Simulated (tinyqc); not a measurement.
Global model of a low-pressure process discharge: electron temperature, density, ion flux and ion energy: one step, computed by the program tinyqc. Command: `OMP_NUM_THREADS=1 python tinyqc.py 3110466 3110467 out.jsonl plasma walk`. One thread of a shared host (Intel(R) Xeon(R) Processor @ 2.30GHz), about 0.01 s of CPU time with the checks.

Maxwellian electrons with temperature T_e in eV, one positive ion, no negative ions, uniform bulk density n; rate constants have the Arrhenius form.

Question. Biased electrode. All bias power goes to ions: V_b = P_b/(J pi r^2). Debye length at the sheath edge lambda_D = sqrt(eps_0 T_e/(e h_L n)); Child-law sheath s = (sqrt2/3) lambda_D (2 V/T_e)^(3/4), V = V_b + V_s; ion transit time tau_i = 3 s sqrt(M/(2 e V)); collisions in the sheath s/lambda_i.

Inputs (values chosen for the exercise, of the order of those of an inductive discharge in a simple atomic gas):

| quantity | value | unit |
|---|---|---|
| ion mass M | 19 | u |
| gas temperature T_g | 500 | K |
| bias power P_b | 39 | W |
| radius of the biased electrode | 5 | cm |
| bias frequency | 2 | MHz |

ion current density J = 0.4115734 mA/cm^2

T_e = 3.194731 eV

h_L = 0.2660436

plasma density n = 2.397248e+10 1/cm^3

wall potential V_s = 13.76089 V

ion mean free path = 1.141032 cm

Constants: eps_0 = 8.8541878128e-12 F/m; e = 1.602176634e-19 C; u = 1.6605390666e-27 kg.

Give: bias voltage V_b; lambda_D; sheath width s; ion transit time; transit time over bias period; s/lambda_i.

Answer.

bias voltage V_b = 1206.5 V

lambda_D = 166.38 micrometre

sheath width s = 11.397 mm

ion transit time = 307.12 ns

transit time over bias period = 0.61424

s/lambda_i = 0.99882

Many ions collide in the sheath, which lowers their energy and widens their angles.
